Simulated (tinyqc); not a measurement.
Tail temperature from the power law.

Question. When tail states hold most of the charge, the linear current goes as I = A (Vg - VT)^g with g = 2 Tt/T - 1. Find g, Tt and the tail width kB Tt.

Parameters, values chosen for the exercise:
```
symbol,value,unit,meaning
T,290,K,temperature
```

Constants: q = 1.602176634e-19 C, kB = 1.380649e-23 J/K, Vt = kB T/q. Results are converted to the units shown.

I at Vg - VT = 9.1 and 14 V (nA): 1697.6653  3730.5172

Solution. g is the slope of ln I against ln(Vg - VT).

g = 1.828
Tt = 410.0 K
kB Tt = 35.33 meV

Computed by the program tinyqc: `OMP_NUM_THREADS=1 python tinyqc.py 2610132 2610133 out.jsonl`, one thread of a shared Intel Xeon 2.30GHz, about 0.02 s for the whole run.
